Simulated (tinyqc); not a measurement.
Schottky barrier with interface states (Cowley-Sze model), image lowering and contact resistance: one step, computed by the program tinyqc.

An n-type semiconductor under a metal. The barrier lies between the Schottky-Mott limit phi_M - chi and the Bardeen limit E_g - E_n, E_n being the neutrality level of the interface states; the space-charge term of the full Cowley-Sze expression is left out.

Question. Pinning factor and barrier. S = 1/(1 + 0.1 (eps_opt - 1)^2), an empirical relation for metal-induced gap states. phi_B = S (phi_M - chi) + (1 - S)(E_g - E_n); the hole barrier is E_g - phi_B.

Inputs (values chosen for the exercise, for a model semiconductor):

| quantity | value | unit |
|---|---|---|
| gap E_g | 3.01 | eV |
| electron affinity chi | 4.3 | eV |
| metal work function phi_M | 5.78 | eV |
| neutrality level E_n above the valence band | 1.64 | eV |
| optical dielectric constant eps_opt | 4.8 | - |

Pinning factor from: Moench relation.

Give: pinning factor S; Schottky-Mott barrier; Bardeen barrier; barrier phi_B; hole barrier.

Answer.

pinning factor S = 0.4092

Schottky-Mott barrier = 1.48 eV

Bardeen barrier = 1.37 eV

barrier phi_B = 1.415 eV

hole barrier = 1.595 eV

The contact is partly pinned.
